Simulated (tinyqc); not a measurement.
# From ratio -V_in/V_out back to boundary conductance G under the metal

Model: time-domain thermoreflectance: layered heat flow under a modulated pulse train, and what the signal ratio measures. Computed by tinyqc, a small Python program. Command: `OMP_NUM_THREADS=1 python tinyqc.py 3112278 3112279 out.jsonl tdtr inv`. One thread of a shared host (Intel(R) Xeon(R) Processor @ 2.30GHz), about 0.3 s of CPU time with the checks.

Pulses repeat at 80 MHz; heat is laid down at the surface, all layers are isotropic.

Inputs (values chosen for the exercise, modelled on aluminium on 4H-SiC):

| quantity | value | unit |
|---|---|---|
| metal thickness d | 98 | nm |
| metal conductivity | 170 | W/(m K) |
| metal heat capacity | 2.42 | MJ/(m^3 K) |
| substrate conductivity kappa | 308 | W/(m K) |
| substrate heat capacity C | 2.18 | MJ/(m^3 K) |
| modulation frequency f | 5 | MHz |
| spot radius w (1/e^2, pump and probe) | 22 | micrometre |
| delay t | 2800 | ps |

Stack: metal, substrate.

Method:
- For radial wave number k and angular frequency W each layer has u = sqrt(4 pi^2 k^2 + i W C/kappa) and gamma = kappa u. Surface impedance from below: Z = 1/gamma for the substrate; a layer of thickness L maps Z to (Z + tanh(u L)/gamma)/(1 + gamma Z tanh(u L)); a boundary adds 1/G.
- Response per absorbed watt H(W) = 2 pi int_0^(2/w) Z(k, W) exp(-pi^2 k^2 w^2) k dk by 20 Gauss-Legendre points.
- Signal: X + iY = sum_(m = -M..M) H(2 pi (f + m f_r)) exp(i 2 pi m f_r t) exp(-pi (m/M)^2 x 4), f_r = 80 MHz, M = 4000, with H(-W) the complex conjugate of H(W); V_in = X, V_out = Y, ratio = -V_in/V_out.

Problem. A run gave the result below. Find the boundary conductance G under the metal, known to lie between 200 and 440 MW/(m^2 K).

ratio -V_in/V_out = 1.873223

Solution.

Each step takes the trial c = (a f_b - b f_a)/(f_b - f_a), f being the result less the target and a, b, c the logarithms of the listed values; c replaces end b, the old b replaces a if the sign of f changed, and otherwise f_a is halved.

Scan of the range:

| boundary conductance G under the metal (MW/(m^2 K)) | ratio -V_in/V_out |
|---|---|
| 200 | 2.18341 |
| 228 | 2.02401 |
| 260 | 1.88309 |
| 297 | 1.76079 |
| 338 | 1.66136 |
| 386 | 1.57769 |
| 440 | 1.51124 |

False position (Illinois rule, in the logarithm of the input) inside the bracket:

| step | end a | end b | trial | ratio -V_in/V_out |
|---|---|---|---|---|
| 1 | 260.000 | 297.000 | 262.805 | 1.87245 |
| 2 | 260.000 | 262.805 | 262.425 | 1.87388 |
| 3 | 262.805 | 262.425 | 262.600 | 1.87322 |
| 4 | 262.425 | 262.600 | 262.600 | 1.87322 |

Ratio -V_in/V_out falls at every point of a 13-point scan of the range (every second point is shown), so one value fits; it is bracketed by 260 and 297. Answer: boundary conductance G under the metal = 262.6 MW/(m^2 K).
